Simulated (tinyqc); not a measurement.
# Modulation-doped quantum well, Poisson-Schroedinger loop: effect of the temperature

A well of width L centred at z = 0 between barriers Vb; effective-mass electrons, parabolic bands. The electrons come from donor sheets outside the mesh, a share fL of Ns on the left and the rest on the right, so the structure is neutral. Energies are counted from the band edge of the well, with U = 0 on the first node in the Hartree part.

Schroedinger equation -C d/dz (1/m) dpsi/dz + (V0 + U) psi = E psi, C = hbar^2/(2 m0), on a fine mesh (400 intervals across the well) with hard walls 13.3 nm outside the well edges (to within half a fine step); the lowest 3 levels are kept. V0 = 0 in the well and Vb outside, plus q Fz z (1 kV/cm = 1e-4 eV/nm). N_k = D Vt ln(1 + exp((EF - E_k)/Vt)), D = md m0 q/(pi hbar^2), sum N_k = Ns; n = sum N_k |psi_k|^2. dU/dz = q (fL Ns - integral of n from the left)/(eps0 eps_r). The loop is converged to 1e-9 eV; shares under 0.001 % are printed as 0.

Inputs (values chosen for the exercise); material values close to those of In0.53Ga0.47As in InP: mass along z in the well mw = 0.0408 m0; mass along z in the barriers mb = 0.0816 m0; in-plane mass md = 0.0402 m0; barrier height Vb = 0.253 eV; relative permittivity (all layers) eps_r = 14.2; well width L = 30.4 nm; sheet density of electrons Ns = 6.4e11 cm^-2; share of the donors on the left side fL = 0.25; applied field along z Fz = -12 kV/cm.

Constants: q = 1.602176634e-19 C, kB = 1.380649e-23 J/K, hbar = 1.054571817e-34 J s, m0 = 9.1093837015e-31 kg, Vt = kB T/q, eps0 = 8.8541878128e-14 F/cm where lengths are in cm, hbar^2/(2 m0) = 0.0380998212 eV nm^2. Results are converted to the units shown.

Results:
```
T (K),E2 - E1 (meV),EF - E1 (meV),share of E2 (%),centroid (nm),charge in the barriers (%),range of U in the well (meV)
4,23.9,31.0,18.6,5.11,1.92,40.6
20,24.0,31.0,18.6,5.11,1.92,40.6
50,24.1,30.7,19.4,5.06,1.92,40.8
100,24.9,29.2,22.0,4.87,1.97,41.4
200,26.7,22.3,25.9,4.40,2.11,43.2
300,28.3,11.0,28.1,3.99,2.25,45.0
400,29.5,-3.47,29.4,3.68,2.35,46.6
```

Estimate the missing row, T = 150 K.

Computed row:
```
T (K),E2 - E1 (meV),EF - E1 (meV),share of E2 (%),centroid (nm),charge in the barriers (%),range of U in the well (meV)
150,25.8,26.3,24.2,4.64,2.04,42.3
```

With this row back in the table: As T goes from 4 to 400, E2 - E1 rises from 23.9 to 29.5 meV, EF - E1 falls from 31.0 to -3.47 meV and the share of E2 rises from 18.6 to 29.4 %. EF lies above E2 for T = 4, 20, 50, 100, 150.

Numbers from tinyqc (`OMP_NUM_THREADS=1 python tinyqc.py 2140107 2140108 out.jsonl`; about 0.2 s on one thread of a shared Intel Xeon 2.30GHz).
